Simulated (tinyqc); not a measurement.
Capacitance measurement on a leaky thin oxide: effects of series resistance and leakage: one step of the calculation.

The device is a capacitance C in parallel with a leakage conductance G, in series with Rs and Ls. An impedance meter reports either a parallel pair (Cp, Gp) from Y = 1/Z = Gp + i w Cp or a series pair (Cs, Rm) from Z = Rm + 1/(i w Cs); w = 2 pi f, dissipation D = Gp/(w |Cp|).

Problem. What the meter reports. Z = Rs + i w Ls + 1/(G + i w C).

Values chosen for this exercise; values of the order met in thin-oxide MOS capacitors:
- Rs = 6.2 ohm (series resistance)
- Ls = 13 nH (series inductance)
- f = 50000 Hz (measuring frequency)

C = 40.255040 pF
G = 7.3170732 uS

Find: Z; Cp; Gp; Cs; D.

Solution.

Z = (3.4282-5.9242i) x 1e4 ohm
Cp = 40.251 pF
Gp = 7.3177 uS
Cs = 53.731 pF
D = 0.57869

Cp is within 0.01 % of C and Cs is 33 % above it; G Rs = 4.54e-5, w C Rs = 7.84e-5 and G/(w C) = 0.579.

Program tinyqc, `OMP_NUM_THREADS=1 python tinyqc.py 2022135 2022136 out.jsonl`; Intel Xeon 2.30GHz, shared host, one thread, about 0.01 s.
